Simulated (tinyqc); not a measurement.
Inside a calculation. Method: Pariser-Parr-Pople SCF with singles CI, for the molecule C1=Cc2ncccc21 (SMILES; centres numbered as the heavy atoms are written). One step of it, computed by the program tinyqc.

Task: Singles CI, triplets. Over the 4 single excitations with the smallest orbital gaps: A = (e_a - e_i) delta - (ij|ab), with (pq|rs) = sum c_mp c_mq gamma_mn c_nr c_ns.

orbital energies (eV): -13.239302  -10.649671  -9.774207  -7.354601  -1.194968  0.448949  2.077524  4.405040

coefficients:
```
         MO1        MO2        MO3        MO4        MO5        MO6        MO7        MO8
1C  0.309687  -0.435627   0.035304   0.442077   0.514829   0.111070   0.352024  -0.341084
2C  0.316127  -0.380570  -0.166817   0.480061  -0.466426   0.156859  -0.372399   0.340741
3C  0.479326  -0.100587  -0.299094  -0.329914  -0.436571  -0.344092   0.196907  -0.462669
4N  0.425641   0.411631  -0.490801  -0.146507   0.215861   0.496119   0.153589   0.265935
5C  0.266543   0.512539  -0.019051   0.355603   0.244552  -0.378788  -0.523823  -0.248526
6C  0.227988   0.385830   0.446527   0.326403  -0.290606  -0.166158   0.557223   0.265843
7C  0.286289   0.064675   0.596396  -0.211559  -0.143106   0.554659  -0.262335  -0.341271
8C  0.433878  -0.264752   0.291797  -0.407495   0.339809  -0.346107  -0.146041   0.483602
```

repulsion gamma_rs (eV), lower triangle:
```
           1C         2C         3C         4N         5C         6C         7C         8C
1C  12.630000
2C   5.668896  12.630000
3C   4.615251   5.668896  12.630000
4N   3.201692   3.739989   5.656602  12.500000
5C   2.762112   2.900164   4.039041   5.654678  12.630000
6C   2.900164   2.762112   3.654523   4.032197   5.668896  12.630000
7C   3.745727   3.205896   4.039434   3.649164   4.038868   5.667805  12.630000
8C   5.668896   4.615251   5.668896   4.032762   3.654523   4.039041   5.669738  12.630000
```

Give: triplet CI matrix; triplet excitation energies.

Result:

triplet CI matrix (eV), lower triangle:
```
        4>5     4>6    3>5    4>7
4>5   0.397
4>6   0.085   2.862
3>5   0.107  -0.429  3.855
4>7  -0.355   0.035  0.408  4.273
```

triplet excitation energies (eV): 0.355  2.693  3.779  4.562
